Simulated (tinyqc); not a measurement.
MP2 on RHF in the sto-6g basis, for H4, spin multiplicity 1, step by step. One step of it, computed by the program tinyqc.

Problem. Second-order Moller-Plesset energy. E2 = sum_ijab (ia|jb) [2 (ia|jb) - (ib|ja)] / (e_i + e_j - e_a - e_b) over occupied i, j and virtual a, b; the opposite-spin part is (ia|jb)^2 / denominator, the rest is same-spin, and SCS-MP2 scales them by 6/5 and 1/3.

orbital energies (hartree): MO1 -0.768208, MO2 -0.448701, MO3 0.496094, MO4 1.401994

Two-electron integrals over orbitals (pq|rs), unique and non-zero (hartree):
```
(11|11) 0.552702    (21|21) 0.163359    (22|11) 0.495398    (22|22) 0.512482
(31|11) -0.087046   (31|22) 0.000502    (31|31) 0.107148    (32|21) 0.101515
(32|32) 0.131076    (33|11) 0.510121    (33|22) 0.504613    (33|31) -0.025034
(33|33) 0.531397    (41|21) 0.044791    (41|32) -0.044179   (41|41) 0.090665
(42|11) 0.092461    (42|22) 0.019377    (42|31) -0.094893   (42|33) 0.021419
(42|42) 0.103056    (43|21) -0.152991   (43|32) -0.100080   (43|41) -0.043257
(43|43) 0.166973    (44|11) 0.590230    (44|22) 0.535195    (44|31) -0.096253
(44|33) 0.559932    (44|42) 0.108995    (44|44) 0.678123
```

Hartree-Fock energy = -2.14764009 hartree

Give: Terms; Pair energies; MP2 correlation energy; SCS-MP2 correlation energy; MP2 total energy.

Solution.

Terms:
```
i  j  a  b  (ia|jb)  (ib|ja)  denominator      term
2  2  3  3   0.1311   0.1311      -1.8896   -0.0091
1  1  3  3   0.1071   0.1071      -2.5286   -0.0045
2  1  4  3  -0.0949  -0.0442      -3.1150   -0.0044
1  2  3  4  -0.0949  -0.0442      -3.1150   -0.0044
2  2  4  4   0.1031   0.1031      -3.7014   -0.0029
1  1  4  4   0.0907   0.0907      -4.3404   -0.0019
1  2  4  3  -0.0442  -0.0949      -3.1150  9.27e-05
2  1  3  4  -0.0442  -0.0949      -3.1150  9.27e-05
```

Pair energies (hartree; pair i-j sums ij and ji):
```
pair  opposite spin  same spin
1-1         -0.0064     0.0000
2-1         -0.0070    -0.0017
2-2         -0.0120     0.0000
```

MP2 correlation energy = -0.027082 hartree

SCS-MP2 correlation energy = -0.031067 hartree

MP2 total energy = -2.174722 hartree
